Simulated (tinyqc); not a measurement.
Changing the reverse bias V_r: Schottky barrier with interface states (Cowley-Sze model), image lowering and contact resistance. Computed by tinyqc, a small Python program. Command: `OMP_NUM_THREADS=1 python tinyqc.py 3024690 3024691 out.jsonl pinning sweep`. One thread of a shared host (Intel(R) Xeon(R) Processor @ 2.30GHz), about 0.01 s of CPU time with the checks.

An n-type semiconductor under a metal. The barrier lies between the Schottky-Mott limit phi_M - chi and the Bardeen limit E_g - E_n, E_n being the neutrality level of the interface states; the space-charge term of the full Cowley-Sze expression is left out.

Inputs (values chosen for the exercise, with gap, mass and screening modelled on CdTe):
```
quantity,value,unit
gap E_g,1.53,eV
electron affinity chi,4.41,eV
metal work function phi_M,5.59,eV
neutrality level E_n above the valence band,1,eV
interface-state density D,4.1e+14,cm^-2 eV^-1
dipole layer thickness delta,0.29,nm
dipole layer constant eps_i,1,-
dielectric constant eps_s,10.1,-
electron mass m_e,0.0928,m_0
valleys M_c,1,-
donor density N,2.2e+15,cm^-3
temperature T,200,K
```

Pinning factor from: interface states.

Constants: e = 1.602176634e-19 C; eps_0 = 8.8541878128e-12 F/m; k_B = 8.617333262e-05 eV/K; m_0 = 9.1093837015e-31 kg; k_B = 1.380649e-23 J/K; h = 6.62607015e-34 J s.

Method:
- S = 1/(1 + e^2 D delta/(eps_i eps_0)); for D per eV, e^2 D is the number e x D in SI units, with 1 cm^-2 = 1e4 m^-2.
- phi_B = S (phi_M - chi) + (1 - S)(E_g - E_n); the hole barrier is E_g - phi_B.
- N_c = 2 M_c (2 pi m_e k_B T/h^2)^(3/2); xi = E_c - E_F solves N = N_c F_1/2(-xi/k_B T) (bisection; full ionisation).
- F_1/2(eta) = (2/sqrt(pi)) int_0^infinity sqrt(x)/(1 + exp(x - eta)) dx, by the trapezoid rule in t = sqrt(x) with step 0.02 up to t = 12 (for eta < -12 by exp(eta) - exp(2 eta)/2^(3/2)).
- V_bi = phi_B - xi; W = sqrt(2 eps_s eps_0 (V_bi + V_r - k_B T/e)/(e N)); field at the metal E_m = e N W/(eps_s eps_0); image lowering sqrt(e E_m/(4 pi eps_s eps_0)).
- A* = 4 pi e m_e M_c k_B^2/h^3 (a simple valley count); J_s = A* T^2 exp(-phi/k_B T).
- J_0 uses phi_B; the reverse current uses phi_B less the image lowering, times 1 - exp(-V_r/k_B T).

One run for each value:
```
reverse bias V_r (V),depletion width W (nm),image lowering (eV),thermionic reverse current (A/cm^2),field E_m (V/cm)
0.20,575.5,0.017983,1.0463e-08,2.2681e+04
0.41,661.6,0.019282,1.1282e-08,2.6077e+04
0.84,809.9,0.021333,1.2709e-08,3.1921e+04
1.70,1045.1,0.024234,1.5038e-08,4.1193e+04
3.50,1416.2,0.028210,1.8941e-08,5.5820e+04
7.20,1970.6,0.033277,2.5413e-08,7.7670e+04
15.00,2800.2,0.039668,3.6822e-08,1.1037e+05
30.00,3930.9,0.047000,5.6346e-08,1.5494e+05
```

Over the rows, depletion width W (nm) rises from 575 to 3930 (exponent d ln y / d ln x 0.19 between the first rows and 0.49 between the last); image lowering (eV) rises from 0.0180 to 0.0470 (exponent d ln y / d ln x 0.097 between the first rows and 0.24 between the last); thermionic reverse current (A/cm^2) rises from 1.05e-8 to 5.63e-8 (exponent d ln y / d ln x 0.11 between the first rows and 0.61 between the last). At the high end the exponent of depletion width W is 0.49, close to 0.50: W goes as sqrt(V_bi + V_r). At the high end the exponent of image lowering is 0.24, close to 0.25: the lowering goes as (V_bi + V_r)^(1/4).
